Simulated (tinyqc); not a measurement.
## A spin-degenerate level with charging energy between two leads, rate equations: effect of unequal tunnel rates

States 0, up, down and 2 with energies 0, e1 - Ez/2, e1 + Ez/2 and 2 e1 + U. mu_L = +V/2, mu_R = -V/2 (meV), f(x) = 1/(1 + exp(x/kB T)). A transition that adds one electron of given spin at the energy E has the rate G f(E - mu) from each lead, and its reverse G [1 - f(E - mu)]. I counts electrons leaving the left lead, times q.

Here e1 = 1.125 meV, Ez = 0 and V = +/- 6.75 mV, so that only the 0-1 transitions lie in the window. Transition energies: 0-up e1 - Ez/2, 0-down e1 + Ez/2, up-2 e1 + U + Ez/2, down-2 e1 + U - Ez/2. dp/dt = W p; W_ji is the rate from state i to j, and each column sums to zero. Steady state: W p = 0 with sum p = 1. I = q GL sum over transitions i-j of [fL p_i - (1 - fL) p_j].

Values chosen for this exercise:
- U = 4.5 meV (charging energy of the second electron)
- GL = 0.68 1/ns (tunnel rate to the left lead)
- T = 2.7 K (temperature)

Constants: q = 1.602176634e-19 C, kB = 1.380649e-23 J/K, Vt = kB T/q. Results are converted to the units shown.

Result of one run:

| I at +V (pA) | I at -V (pA) | \|I(+V)/I(-V)\| | (GL + 2 GR)/(2 GL + GR) |
|---|---|---|---|
| 29.145 | -41.597 | 0.70066 | 0.70064 |

Which tunnel rate to the right lead GR gave this result: 0.029, 0.079, 0.21, 0.58 or 4.2 1/ns?

GR = 0.21 1/ns.

The whole series:

| GR (1/ns) | I at +V (pA) | I at -V (pA) | \|I(+V)/I(-V)\| | (GL + 2 GR)/(2 GL + GR) |
|---|---|---|---|---|
| 0.029 | 4.5493 | -8.5618 | 0.53135 | 0.53132 |
| 0.079 | 11.962 | -20.540 | 0.58238 | 0.58235 |
| 0.21 | 29.145 | -41.597 | 0.70066 | 0.70064 |
| 0.58 | 65.143 | -68.683 | 0.94846 | 0.94845 |
| 1.6 | 117.78 | -89.853 | 1.3108 | 1.3108 |
| 4.2 | 164.59 | -100.79 | 1.6330 | 1.6331 |
| 11 | 193.91 | -105.68 | 1.8349 | 1.8350 |

The ratio of the two currents rises from 0.531 to 1.83 and agrees with the last column to better than 0.01 %. An empty dot can be filled with either spin but a filled one empties in one way, so I = 2 q G_in G_out/(2 G_in + G_out): the current is larger when the slower junction is the entrance.

Range of the model: Rate equations need hbar G well below kB T; cotunnelling and the Kondo effect are left out.

Numbers from tinyqc (`OMP_NUM_THREADS=1 python tinyqc.py 2780125 2780126 out.jsonl`; about 0.01 s on one thread of a shared Intel Xeon 2.30GHz).
